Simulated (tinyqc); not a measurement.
# Lossy on-chip transmission line with skin effect: two studies

A uniform line in a homogeneous dielectric: c = sqrt(er)/(c0 Z0), l = Z0 sqrt(er)/c0 (c0 = 299792458 m/s), g = w c td, w = 2 pi f. The resistance joins its limits as r = sqrt(r_dc^2 + r_hf^2), with r_dc = rho/(wd th), r_hf = kr rho/(2 delta (wd + th)), delta = sqrt(rho/(pi f mu0)), mu0 = 4 pi 1e-7 H/m; this is an interpolation, and internal inductance, up to 0.05 nH/mm at low frequency, is neglected.

Inputs (values chosen for the exercise): width of the strip wd = 2.2 um; thickness of the strip th = 0.87 um; resistivity rho = 1.8 uohm cm; relative permittivity er = 2.7; loss tangent td = 0.01; lossless impedance sqrt(l/c) Z0 = 50 ohm; factor for crowding and the return path kr = 1.5; length len = 4.5 mm; source resistance Rg = 25 ohm; load resistance RL = 1e5 ohm; load capacitance CL = 20 fF; frequency f = 5.5 GHz.

Each table varies one quantity; the others keep the values above.

## Line properties against frequency

gamma = sqrt((r + i w l)(g + i w c)) = alpha + i beta, Zc = sqrt((r + i w l)/(g + i w c)), roots with positive real part; loss 8.685889638 alpha in dB; phase velocity w/beta. ZL = 1/(1/RL + i w CL); reflection (ZL - Zc)/(ZL + Zc); Zin = Zc (ZL + Zc tanh(gamma len))/(Zc + ZL tanh(gamma len)); H = V_load/V_source = [Zin/(Zin + Rg)]/[cosh(gamma len) + (Zc/ZL) sinh(gamma len)].

Line properties against frequency:

| f (GHz) | r (ohm/mm) | r/(w l) | loss (dB/mm) | \|Zc\| (ohm) | phase velocity over c0 | length in wavelengths | \|H\| (dB) |
|---|---|---|---|---|---|---|---|
| 0.01 | 9.407 | 546.3 | 0.04964 | 1169 | 0.03697 | 0.004060 | -0.005967 |
| 0.03 | 9.411 | 182.2 | 0.08584 | 674.9 | 0.06391 | 0.007046 | -0.006188 |
| 0.09 | 9.425 | 60.82 | 0.1480 | 389.9 | 0.1100 | 0.01228 | -0.006676 |
| 0.3 | 9.472 | 18.34 | 0.2658 | 214.3 | 0.1965 | 0.02291 | -0.006346 |
| 0.8 | 9.583 | 6.957 | 0.4179 | 132.6 | 0.3051 | 0.03936 | 0.006669 |
| 2 | 9.845 | 2.859 | 0.6068 | 87.01 | 0.4303 | 0.06976 | 0.09804 |
| 7 | 10.87 | 0.9017 | 0.8829 | 58.02 | 0.5629 | 0.1867 | 0.3675 |
| 20 | 13.16 | 0.3822 | 1.154 | 51.73 | 0.5987 | 0.5015 | -3.605 |
| 60 | 18.52 | 0.1792 | 1.692 | 50.40 | 0.6064 | 1.485 | -6.292 |

r equals w l at 6.22 GHz: below it |Zc| and the delay grow as in an RC line, above it |Zc| tends to Z0 = 50 ohm and the velocity to 1/sqrt(er) = 0.609 c0. The loss goes as f^(0.50) between the first two rows and f^(0.35) between the last two. |H| is -0.00597 dB in the first row and -6.29 dB in the last; between rows it can pass through resonances that the table doesn't show.

## Effect of the load resistance

Same model as above.

The same in every row: r (ohm/mm) = 10.572; r/(w l) = 1.1163; loss (dB/mm) = 0.83075; |Zc| (ohm) = 61.210; phase velocity over c0 = 0.54568; length in wavelengths = 0.15129.

Effect of the load resistance:

| RL (ohm) | \|H\| (dB) |
|---|---|
| 10 | -18.434 |
| 25 | -11.830 |
| 50 | -7.6865 |
| 75 | -5.7105 |
| 150 | -3.1537 |
| 500 | -0.78397 |
| 10000 | 0.39775 |

As RL goes from 10 to 10000, the loss stays at 0.831 dB/mm, |Zc| stays at 61.2 ohm and |H| goes from -18.4 to 0.398 dB, with its highest value among the rows, 0.398 dB, at RL = 10000.

Program tinyqc, `OMP_NUM_THREADS=1 python tinyqc.py 2810147 2810148 out.jsonl`; Intel Xeon 2.30GHz, shared host, one thread, about 0.01 s.
